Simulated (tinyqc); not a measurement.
Worked calculation: tight binding, honeycomb lattice. Computed by tinyqc, a small Python program that keeps every step. Settings: t1 = 1.87, t2 = 0, phi = 1.57, delta = 0, points = 5. Command: `OMP_NUM_THREADS=1 python tinyqc.py 27167 27168 out.jsonl` (the two numbers bound the seeds that draw the settings). One thread of a shared host (Intel(R) Xeon(R) Processor @ 2.60GHz), about 0.01 s of CPU time with the checks.

## Bloch Hamiltonian at k

Parameters chosen for this model:
```
parameter,value,unit
t1,1.870000,"eV, nearest"
t2,0,"eV, second neighbours"
phi,1.570000,"rad, phase of t2 (Haldane)"
delta,0,"eV, +/- on A and B"
```

k point k (fractions of the reciprocal vectors): 0.2800  0.4100

H_AB = -t1 (1 + exp(-i k.a1) + exp(-i k.a2)); H_AA = delta - 2 t2 sum cos(k.b + phi), H_BB = -delta - 2 t2 sum cos(k.b - phi), b = a1, a2 - a1, -a2.

H(k) at k (eV):
```
,A,B
A,0.0000,0.0593+2.8389i
B,0.0593-2.8389i,0.0000
```

## Levels at k

Diagonalise the Hermitian matrix.

eigenvalues (eV): -2.8395  2.8395

weights |c|^2 of the basis functions:
```
,band 1,band 2
A,0.5000,0.5000
B,0.5000,0.5000
```

## Bloch Hamiltonian at K

k point K (fractions of the reciprocal vectors): 0.3333  0.6667

As before.

H(k) at K (eV):
```
,A,B
A,0.0000,0.0000
B,0.0000,0.0000
```

## Levels at K

As before.

eigenvalues (eV): 0.0000  0.0000

## Bands along a path

The same steps at evenly spaced points between the labelled ones.

Bands along the path (eV):
```
k,band 1,band 2
G,-5.6100,5.6100
G-K 0.25,-5.1089,5.1089
G-K 0.50,-3.7400,3.7400
G-K 0.75,-1.8700,1.8700
K,0,0
K-M 0.25,-0.7746,0.7746
K-M 0.50,-1.3689,1.3689
K-M 0.75,-1.7426,1.7426
M,-1.8700,1.8700
M-K' 0.25,-1.7426,1.7426
M-K' 0.50,-1.3689,1.3689
M-K' 0.75,-0.7746,0.7746
K',0,0
```

With 1 band(s) filled, the highest filled level on these points lies at K and the lowest empty one at K: the bands touch or overlap, so there is no gap.
